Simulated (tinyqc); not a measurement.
# Read current of a NAND string, cells in series solved by shooting: what changes with what

Cells in series, numbered from 0 at the source line (0 V) to the bit line, each followed by a gap resistance Rg. A cell with gate Vg, threshold VT, source Vs and drain Vd passes I = 2 nf K Vt^2 [F(Vs) - F(Vd)]/(1 + th max(Vg - VT, 0)), F(V) = ln^2(1 + exp((Vg - VT - nf V)/(2 nf Vt))). The selected cell has Vg = Vr, the others Vg = Vp.

Parameters, values chosen for the exercise; values of the order met in vertical NAND strings: temperature T = 300 K; gain factor of a cell K = 22 uA/V^2; slope factor nf = 1.3; mobility reduction factor th = 0.03 1/V; resistance of the gap between cells Rg = 11 kohm; bit-line voltage Vbl = 0.7 V; pass voltage Vp = 6.2 V; threshold of an erased cell Ve = -1.3 V; threshold of the highest state Vh = 3.4 V; threshold of the selected cell Vx = 2.2 V; sensing current Is = 50 nA; read voltage on the selected word line Vr = 3.37 V.

Constants: q = 1.602176634e-19 C, kB = 1.380649e-23 J/K, Vt = kB T/q. Results are converted to the units shown.

Each table varies one quantity; the others keep the values above.

## Read current against the number of cells

For a trial current I start at 0 V and, cell by cell, solve for the drain: sqrt(F(Vd)) = sqrt(F(Vs) - I/k), k = 2 nf K Vt^2/(1 + th max(Vg - VT, 0)), Vd = [Vg - VT - 2 nf Vt ln(exp(sqrt F) - 1)]/nf, then add I Rg. The string current is the I for which the last node reaches Vbl. The apparent threshold is the Vr at which I = Is. Background: all other cells erased (VT = Ve) or all in the highest state (VT = Vh); ratio and shift are high over erased and high minus erased. The selected cell is in the middle, cell n/2.

Result of one run:
columns A: n; B: I, others erased (uA); C: I, others high (uA); D: ratio; E: apparent VT, erased (V); F: apparent VT, high (V); G: background shift (mV)
```
A      B      C       D      E      F      G
8  3.334  2.328  0.6983  2.256  2.259  2.654
```

What becomes of these results when the number of cells n is changed from 8 to 32, all else the same?

Result of the changed run:
columns A: n; B: I, others erased (uA); C: I, others high (uA); D: ratio; E: apparent VT, erased (V); F: apparent VT, high (V); G: background shift (mV)
```
A       B       C       D      E      F      G
32  1.056  0.6546  0.6197  2.270  2.281  10.68
```

The whole series:
columns A: n; B: I, others erased (uA); C: I, others high (uA); D: ratio; E: apparent VT, erased (V); F: apparent VT, high (V); G: background shift (mV)
```
A         B       C       D      E      F      G
8     3.334   2.328  0.6983  2.256  2.259  2.654
16    1.941   1.258  0.6480  2.261  2.266  5.320
32    1.056  0.6546  0.6197  2.270  2.281  10.68
64   0.5522  0.3339  0.6046  2.290  2.311  21.55
96   0.3738  0.2241  0.5995  2.309  2.341  32.60
128  0.2825  0.1686  0.5969  2.328  2.372  43.84
192  0.1898  0.1128  0.5943  2.367  2.434  66.93
```

With erased neighbours the current falls from 3.33 to 0.190 uA, as n^(-0.78) between the first two rows and n^(-0.98) between the last two (-1 once the series resistance rules). The ratio falls from 0.698 to 0.594 and the background shift rises from 2.65 to 66.9 mV.

## Effect of the pass voltage

Same model as above.

The string has 64 cells and the selected one is cell 32.

Results:
columns A: Vp (V); B: I, others erased (uA); C: I, others high (uA); D: ratio; E: apparent VT, erased (V); F: apparent VT, high (V); G: background shift (mV)
```
A         B       C       D      E      F      G
4.5  0.5005  0.1282  0.2561  2.293  2.368  74.66
5    0.5177  0.2050  0.3960  2.292  2.338  45.81
5.5  0.5331  0.2662  0.4994  2.291  2.323  31.95
6.5  0.5597  0.3581  0.6398  2.289  2.308  18.68
7    0.5712  0.3934  0.6887  2.288  2.303  15.08
7.5  0.5817  0.4236  0.7283  2.288  2.300  12.46
```

Estimate the missing row, Vp = 6 V.

Computed row:
columns A: Vp (V); B: I, others erased (uA); C: I, others high (uA); D: ratio; E: apparent VT, erased (V); F: apparent VT, high (V); G: background shift (mV)
```
A       B       C       D      E      F      G
6  0.5470  0.3163  0.5783  2.290  2.314  23.88
```

With this row back in the table: As Vp goes from 4.5 to 7.5 V, the current with erased neighbours rises from 0.500 to 0.582 uA, that with high neighbours rises from 0.128 to 0.424 uA and the ratio rises from 0.256 to 0.728. The background shift falls from 74.7 to 12.5 mV. A higher pass voltage also disturbs erased cells more, which this model leaves out.

Computed by the program tinyqc: `OMP_NUM_THREADS=1 python tinyqc.py 2142269 2142270 out.jsonl`, one thread of a shared Intel Xeon 2.30GHz, about 0.7 s for the whole run.
